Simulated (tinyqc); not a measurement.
What moves the results: dielectric confinement in a thin film (image charges). A value that a table varies takes the place of the one given here.

A film |z| < t/2 of dielectric constant eps between half-spaces of dielectric constant e2; lam = (eps - e2)/(eps + e2), q = e^2/(4 pi eps0). The self-energy of a band edge is taken with the high-frequency value, e2 = eh, and the field of a fixed ion with the static one, e2 = eo. A charge at z has images lam^|n| at n t + (-1)^n z. Its self-energy is S(z) = (q/2 eps) sum over n >= 1 of lam^n [1/(n t - 2z) + 1/(n t + 2z)] for odd n and 2 lam^n/(n t) for even n; at the centre S(0) = -(q/(eps t)) ln(1 - lam).

Donor at the centre, lam from the static eo, trial function cos(pi z/t) exp(-rho/l): E(l) = c/(m l^2) - (q/eps) times the integral over k of F(k t) (1 + (k l/2)^2)^(-3/2), with F(x) = F0 + 2 lam exp(-x) G/(1 - lam exp(-x)), F0 = 2[(1 - exp(-x/2))/x + x (1 + exp(-x/2))/(x^2 + 4 pi^2)], G = 2 sinh(x/2)[1/x - x/(x^2 + 4 pi^2)]; c = hbar^2/2m0. The binding energy is -E at the minimum, counted from the subband edge with its self-energy.

Constants: e^2/(4 pi eps0) = 14.39964547 eV angstrom; hbar^2/2m0 = 3.80998211 eV angstrom^2; Ry = 13.60569312 eV.

Inputs chosen for the exercise (near those of a Si (100) film, two-fold valleys, between layers of SiO2; shifted at random, so the results belong to these values and not to a real crystal):
- eps = 11.4 (dielectric constant of the film)
- eh = 2.1 (high-frequency dielectric constant outside)
- eo = 4.1 (static dielectric constant outside)
- m = 0.186 m0 (mass in the plane)
- mz = 0.946 m0 (mass across the film)
- ts = (10, 15, 22, 32, 48, 70, 100) angstrom (thicknesses)
- t = 34 angstrom (film thickness)

## Thinning the film

<S> is the mean over (2/t) cos^2(pi z/t); confinement c (pi/t)^2/mz; donor binding with and without images.

Results:

| t (angstrom) | <S> (meV) | confinement (meV) | binding, no images (meV) | binding (meV) | l (angstrom) |
|---|---|---|---|---|---|
| 10 | 166.8 | 397.5 | 60.8 | 163.7 | 15.7 |
| 15 | 111.2 | 176.7 | 55.9 | 133.2 | 18.0 |
| 22 | 75.8 | 82.1 | 50.7 | 108.4 | 20.5 |
| 32 | 52.1 | 38.8 | 45.2 | 87.8 | 23.4 |
| 48 | 34.7 | 17.3 | 39.1 | 69.2 | 27.1 |
| 70 | 23.8 | 8.1 | 33.5 | 55.0 | 31.2 |
| 100 | 16.7 | 4.0 | 28.5 | 44.0 | 35.8 |

Between 100 and 10 angstrom the binding goes from 44.0 to 163.7 meV; quantum confinement alone would take it from 28.5 to 60.8, so the images supply +15.5 and +102.9 meV. |<S>| goes as 1/t and exceeds the confinement energy beyond 24 angstrom. For t well above a* = 32 angstrom the separable trial function underbinds, which affects the last rows. Hard-wall energies above 300 meV (up to t = 10 angstrom) overstate the confinement: walls are finite and valleys non-parabolic.

## Choice of the surrounding dielectric

The same film between different dielectrics; in this table one value e2 serves for both eo and eh.

Results:

| case | lam | <S> (meV) | binding (meV) | l (angstrom) |
|---|---|---|---|---|
| e2 = 1 | 0.839 | 74.7 | 167.0 | 22.2 |
| e2 = 2.5 | 0.640 | 43.2 | 110.7 | 23.1 |
| e2 = 3.9 | 0.490 | 29.0 | 87.2 | 23.8 |
| e2 = 7.5 | 0.206 | 10.3 | 58.5 | 25.3 |
| e2 = 16 | -0.168 | -7.1 | 35.1 | 27.5 |
| e2 = 25 | -0.374 | -14.8 | 25.9 | 28.9 |
| e2 = 80 | -0.751 | -27.0 | 13.0 | 32.5 |

The binding spans a factor 12.8, from 167 meV in vacuum to 13.0 meV for e2 = 80; going from 3.9 to 25 changes it by -61.3 meV and the band edge by -43.9 meV, so the binding responds 1.40 times as much as the edge (for an orbit much smaller than t the binding would change by twice the change of S(0), -73.6 meV; here l/t = 0.70 for e2 = 3.9).

## What each parameter does

<S> is the mean over (2/t) cos^2(pi z/t). Each row changes one parameter from the base and keeps the others.

Results:

| case | lam from eh | <S> (meV) | binding (meV) | l (angstrom) |
|---|---|---|---|---|
| base | 0.689 | 49.0 | 84.7 | 23.9 |
| t = 28 angstrom | 0.689 | 59.6 | 94.7 | 22.3 |
| eps = 10.3 | 0.661 | 50.5 | 92.4 | 22.6 |
| eo = 5.7 | 0.689 | 49.0 | 69.6 | 24.6 |
| eh = 2.7 | 0.617 | 40.7 | 84.7 | 23.9 |
| m = 0.223 m0 | 0.689 | 49.0 | 91.4 | 21.3 |

The largest shifts from the base row, up to three for each result and ties (the steps differ in size, so this ranks the rows, not the parameters). lam from eh: eh -0.072, eps -0.028; unchanged at the printed digits by t, eo and m. <S> (meV): t +10.5, eh -8.3, eps +1.5; unchanged at the printed digits by eo and m. binding (meV): eo -15.1, t +10.0, eps +7.7; unchanged at the printed digits by eh. l (angstrom): m -2.6, t -1.6, eps -1.3; unchanged at the printed digits by eh.

(tinyqc, `OMP_NUM_THREADS=1 python tinyqc.py 1250380 1250381 out.jsonl`, Intel(R) Xeon(R) Processor @ 2.30GHz, 1 thread, shared host, about 0.05 s.)
